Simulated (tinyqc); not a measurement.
How errors in the targets pass to the parameters: fitting sp3s* parameters to three gaps by Newton steps.

J:
```
           Esc     Vxapc     Vpaxc
Gamma  0.77422   0.00000   0.00000
X      0.00000  -0.85134   0.00000
L      0.39204  -0.27039  -0.10784
```

The gaps at Gamma, X and L of an sp3s* model are fitted with Esc, Vxapc and Vpaxc; J holds the derivatives of the gaps by these parameters at the start. The change of each parameter for +10 meV on one target is 10 J^-1, in meV.

Shifts (meV):
```
target raised   Esc  Vxapc  Vpaxc
Gamma          12.9    0.0   47.0
X               0.0  -11.7   29.5
L               0.0    0.0  -92.7
```

root sum of squares (meV): Esc 12.9, Vxapc 11.7, Vpaxc 108.0

What does the comparison show?

Independent errors of 10 meV leave Vpaxc least certain (108 meV) and Vxapc best fixed (11.7 meV). The largest single entry, 93 meV, comes from the target at L.

Run: tinyqc, `OMP_NUM_THREADS=1 python tinyqc.py 1452481 1452482 out.jsonl`; Intel(R) Xeon(R) Processor @ 2.30GHz, one thread, shared host; about 0.2 s of CPU time with all checks.
